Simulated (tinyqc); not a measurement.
Cahn-Hilliard equation on a periodic one-dimensional grid: one step, computed by the program tinyqc. Command: `OMP_NUM_THREADS=1 python tinyqc.py 3027722 3027723 out.jsonl cahn walk`. One thread of a shared host (Intel(R) Xeon(R) Processor @ 2.30GHz), about 0.05 s of CPU time with the checks.

Free energy F = h sum_j [A (c_j^2 - 1)^2/4 + (kappa/2) ((c_(j+1) - c_j)/h)^2]; dc/dt = Lap(mu), mu = A (c^3 - c) - kappa Lap(c), Lap(y)_j = (y_(j+1) - 2 y_j + y_(j-1))/h^2, mobility 1; the grid has n = 16 points.

Problem. The first step. Start: c_j = c0 + amplitude x (z_j - mean of z). c(new) = c + dt Lap(mu).

Inputs (values chosen for the exercise, in reduced units):
```
quantity                    value  unit
spacing h                     1.3     -
well depth A                  1.2     -
gradient coefficient kappa    1.2     -
mean composition c0         0.027     -
noise amplitude              0.02     -
time step dt                0.069     -
```

Scheme: explicit Euler.

random numbers: 0.700  0.653  -0.051  0.894  -0.216  0.678  -0.576  -0.283  -0.406  -0.477  0.900  0.540  0.522  0.946  0.879  -0.952

Give: c at the start; mu at the start; c after one step; F at the start; F after one step.

Solution.

c at the start: 0.03631  0.03537  0.02129  0.04019  0.01799  0.03587  0.01079  0.01665  0.01419  0.01277  0.04031  0.03311  0.03275  0.04123  0.03989  0.00327

mu at the start: -0.01939  -0.03306  -0.04896  -0.01897  -0.05004  -0.01249  -0.03492  -0.01407  -0.01776  -0.03589  -0.02363  -0.04455  -0.04554  -0.04242  -0.02274  -0.05339

c after one step: 0.03436  0.03528  0.02316  0.03770  0.02079  0.03342  0.01256  0.01565  0.01360  0.01401  0.03896  0.03392  0.03292  0.04191  0.03784  0.00591

F at the start = 6.231

F after one step = 6.231
